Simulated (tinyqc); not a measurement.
Oxide trap near a transistor channel: two-state multiphonon kinetics, telegraph noise and bias instability: one step, computed by the program tinyqc. Command: `OMP_NUM_THREADS=1 python tinyqc.py 3027357 3027358 out.jsonl oxidetrap walk`. One thread of a shared host (Intel(R) Xeon(R) Processor @ 2.30GHz), about 0.01 s of CPU time with the checks.

An n-channel device under positive gate bias. The trap is empty (state 1) or holds an electron (state 2); both states are parabolas of equal curvature, and the electron reservoir is taken at the Fermi level of the channel.

Problem. Barriers and time constants. E_21 = E_t - e F x is the energy of state 2 over state 1; barriers E_c = (E_R + E_21)^2/(4 E_R), E_e = E_c - E_21; tau_c = exp(E_c/k_B T)/(k_0 P), tau_e = exp(E_e/k_B T)/(k_0 P), P the tunnelling factor; occupation f_2 = tau_e/(tau_c + tau_e); 1/tau_0 = 1/tau_c + 1/tau_e.

Inputs (values chosen for the exercise, with an insulator like Al2O3 on silicon):
```
quantity                                value   unit
trap depth x from the interface           2.7     nm
trap level above E_F at zero field E_t   0.64     eV
relaxation energy E_R                     1.4     eV
oxide field F                               2  MV/cm
attempt rate k_0 at the interface       5e+11    1/s
temperature T                             200      K
```

Parts treated: one trap and an ensemble.

tunnelling factor = 1.153216e-11

Constants: k_B = 8.617333262e-05 eV/K.

Give: E_21; capture barrier E_c; emission barrier E_e; capture time tau_c; emission time tau_e; occupation f_2; tau_0.

Solution.

E_21 = 0.1 eV

capture barrier E_c = 0.4018 eV

emission barrier E_e = 0.3018 eV

capture time tau_c = 2.310e+09 s

emission time tau_e = 6.979e+06 s

occupation f_2 = 0.003012

tau_0 = 6.958e+06 s

The trap is almost always empty at this bias in equilibrium, which takes about tau_0 to reach.
